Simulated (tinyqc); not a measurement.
Inside a calculation. Method: plane-wave Kohn-Sham cycle with exchange-only LDA in a layered model solid. Computed by tinyqc, a small Python program that keeps every step. Settings: points = 16, plane-wave index or count = 3, electrons = 4, k points = 1, area = 32.0, mixing = 0.1, iteration cap = 75. Command: `OMP_NUM_THREADS=1 python tinyqc.py 21069 21070 out.jsonl` (the two numbers bound the seeds that draw the settings). One thread of a shared host (Intel(R) Xeon(R) Processor @ 2.60GHz), about 0.03 s of CPU time with the checks. Later iterations appear only in the table of the cycle.

## Iteration 1: potential

A solid whose potential varies along x alone (atomic units):
```
parameter                      value
period a                    7.300000
cross-section of the cell  32.000000
electrons per cell                 4
grid points                       16
plane waves -n..n, n               3
k points                           1
V1 in V1 cos(2 pi x/a)     -0.720000
```

density at the start, on the grid x_j = j a/N (e/bohr^3): [0.0171233, 0.0171233, 0.0171233, 0.0171233, 0.0171233, 0.0171233, 0.0171233, 0.0171233, 0.0171233, 0.0171233, 0.0171233, 0.0171233, 0.0171233, 0.0171233, 0.0171233, 0.0171233]

V_H(G) = 4 pi rho(G)/G^2 for G != 0 (uniform background); v_x = -(3 rho/pi)^(1/3); V = V_ext + V_H + v_x; Fourier components f(G_m) = (1/N) sum_j f(x_j) exp(-i G_m x_j).

Potentials on the grid (hartree):
```
x           V_ext      V_H       v_x         V
0.00000  -0.72000  0.00000  -0.25382  -0.97382
0.45625  -0.66519  0.00000  -0.25382  -0.91901
0.91250  -0.50912  0.00000  -0.25382  -0.76293
1.36875  -0.27553  0.00000  -0.25382  -0.52935
1.82500         0  0.00000  -0.25382  -0.25382
2.28125   0.27553  0.00000  -0.25382   0.02172
2.73750   0.50912  0.00000  -0.25382   0.25530
3.19375   0.66519  0.00000  -0.25382   0.41138
3.65000   0.72000  0.00000  -0.25382   0.46618
4.10625   0.66519  0.00000  -0.25382   0.41138
4.56250   0.50912  0.00000  -0.25382   0.25530
5.01875   0.27553  0.00000  -0.25382   0.02172
5.47500         0  0.00000  -0.25382  -0.25382
5.93125  -0.27553  0.00000  -0.25382  -0.52935
6.38750  -0.50912  0.00000  -0.25382  -0.76293
6.84375  -0.66519  0.00000  -0.25382  -0.91901
```

V(G_m), m = 0, 1, 2, ... (hartree): [-0.25382, -0.36000, 0.00000, 0.00000, 0.00000, 0.00000, 0.00000]

## Iteration 1: Hamiltonian at one k

k = 0.00000 2 pi / a

H(m,m') = (k + G_m)^2/2 delta + V(G_m - G_m'), with V(-G) = V(G).

H (hartree), order -3, -2, -1, +0, +1, +2, +3:
```
[[3.07988, -0.36000, 0.00000, 0.00000, 0.00000, 0.00000, 0.00000],
 [-0.36000, 1.22783, -0.36000, 0.00000, 0.00000, 0.00000, 0.00000],
 [0.00000, -0.36000, 0.11659, -0.36000, 0.00000, 0.00000, 0.00000],
 [0.00000, 0.00000, -0.36000, -0.25382, -0.36000, 0.00000, 0.00000],
 [0.00000, 0.00000, 0.00000, -0.36000, 0.11659, -0.36000, 0.00000],
 [0.00000, 0.00000, 0.00000, 0.00000, -0.36000, 1.22783, -0.36000],
 [0.00000, 0.00000, 0.00000, 0.00000, 0.00000, -0.36000, 3.07988]]
```

## Iteration 1: levels at that k

Diagonalise the Hermitian matrix.

eigenvalues (hartree): [-0.63475, 0.00667, 0.37113, 1.26875, 1.28519, 3.14888, 3.14892]

## Iteration 1: new density

Motion across x is left out: the lowest 2 band(s) hold two electrons at each of the k points (j + 1/2)/nk - 1/2. Residual R = rho(out) - rho(in); rho(new) = rho(in) + 0.1 R. rho(out) = 2/(a A nk) sum |psi|^2 with psi = sum c exp(i G x). Harris energy E = band energy - dV sum rho (V_H/2 + v_x) + (3/4) dV sum rho v_x with rho(in), dV = a A/N, band energy = (2/nk) sum of the filled levels.

rho(out) (e/bohr^3): [0.0283049, 0.0308612, 0.0331216, 0.0281469, 0.0179370, 0.0087182, 0.0032363, 0.0007668, 0.0000916, 0.0007668, 0.0032363, 0.0087182, 0.0179370, 0.0281469, 0.0331216, 0.0308612]

density after iteration 1 (e/bohr^3): [0.0182414, 0.0184971, 0.0187231, 0.0182256, 0.0172047, 0.0162828, 0.0157346, 0.0154876, 0.0154201, 0.0154876, 0.0157346, 0.0162828, 0.0172047, 0.0182256, 0.0187231, 0.0184971]

energy per cell = -1.0023422 hartree

## Iteration 2: potential

As before.

Potentials on the grid (hartree):
```
x           V_ext       V_H       v_x         V
0.00000  -0.72000   0.02834  -0.25922  -0.95088
0.45625  -0.66519   0.02682  -0.26043  -0.89881
0.91250  -0.50912   0.02170  -0.26149  -0.74890
1.36875  -0.27553   0.01257  -0.25915  -0.52211
1.82500         0   0.00068  -0.25422  -0.25354
2.28125   0.27553  -0.01146  -0.24959   0.01448
2.73750   0.50912  -0.02148  -0.24676   0.24088
3.19375   0.66519  -0.02793  -0.24546   0.39180
3.65000   0.72000  -0.03014  -0.24511   0.44475
4.10625   0.66519  -0.02793  -0.24546   0.39180
4.56250   0.50912  -0.02148  -0.24676   0.24088
5.01875   0.27553  -0.01146  -0.24959   0.01448
5.47500         0   0.00068  -0.25422  -0.25354
5.93125  -0.27553   0.01257  -0.25915  -0.52211
6.38750  -0.50912   0.02170  -0.26149  -0.74890
6.84375  -0.66519   0.02682  -0.26043  -0.89881
```

V(G_m), m = 0, 1, 2, ... (hartree): [-0.25366, -0.34943, 0.00011, 0.00049, 0.00018, 0.00003, 0.00000]

## Iteration 2: Hamiltonian at one k

k = 0.00000 2 pi / a

As before.

H (hartree), order -3, -2, -1, +0, +1, +2, +3:
```
[[3.08004, -0.34943, 0.00011, 0.00049, 0.00018, 0.00003, 0.00000],
 [-0.34943, 1.22799, -0.34943, 0.00011, 0.00049, 0.00018, 0.00003],
 [0.00011, -0.34943, 0.11675, -0.34943, 0.00011, 0.00049, 0.00018],
 [0.00049, 0.00011, -0.34943, -0.25366, -0.34943, 0.00011, 0.00049],
 [0.00018, 0.00049, 0.00011, -0.34943, 0.11675, -0.34943, 0.00011],
 [0.00003, 0.00018, 0.00049, 0.00011, -0.34943, 1.22799, -0.34943],
 [0.00000, 0.00003, 0.00018, 0.00049, 0.00011, -0.34943, 3.08004]]
```

## Iteration 2: levels at that k

As before.

eigenvalues (hartree): [-0.61884, 0.01248, 0.36371, 1.26691, 1.28141, 3.14510, 3.14514]

## Iteration 2: new density

As before.

rho(out) (e/bohr^3): [0.0280297, 0.0305706, 0.0329095, 0.0281724, 0.0181550, 0.0089425, 0.0033625, 0.0008076, 0.0001027, 0.0008076, 0.0033625, 0.0089425, 0.0181550, 0.0281724, 0.0329095, 0.0305706]

density after iteration 2 (e/bohr^3): [0.0192203, 0.0197044, 0.0201417, 0.0192203, 0.0172997, 0.0155488, 0.0144974, 0.0140196, 0.0138884, 0.0140196, 0.0144974, 0.0155488, 0.0172997, 0.0192203, 0.0201417, 0.0197044]

energy per cell = -0.9616855 hartree

## Convergence

Stop when sqrt(dV sum R^2) is below 1e-8, dV = a A/N.

Course of the cycle:
```
iteration  E (hartree)  norm of the residual
1           -1.0023422              1.95e-01
2           -0.9616855              1.74e-01
3           -0.9297308              1.55e-01
4           -0.9047190              1.38e-01
5           -0.8852127              1.22e-01
6           -0.8700510              1.09e-01
7           -0.8583038              9.69e-02
8           -0.8492307              8.63e-02
9           -0.8422455              7.68e-02
10          -0.8368853              6.83e-02
11          -0.8327865              6.08e-02
...                ...                   ...
65          -0.8207321              1.80e-04
66          -0.8207322              1.62e-04
67          -0.8207322              1.46e-04
68          -0.8207322              1.32e-04
69          -0.8207323              1.19e-04
70          -0.8207323              1.08e-04
71          -0.8207323              9.71e-05
72          -0.8207323              8.76e-05
73          -0.8207323              7.91e-05
74          -0.8207324              7.14e-05
75          -0.8207324              6.45e-05
```

Not converged within 75 iterations: the residual falls steadily but slowly, by a factor of about 0.90 a step. Reruns (cap 100 unless said): mixing 0.5, Kerker q0 1.0: converged in 64 (E = -0.82073); mixing 0.3, Pulay depth 5: converged in 9 (E = -0.82073); the original settings with a cap of 400: converged in 161 (E = -0.82073).
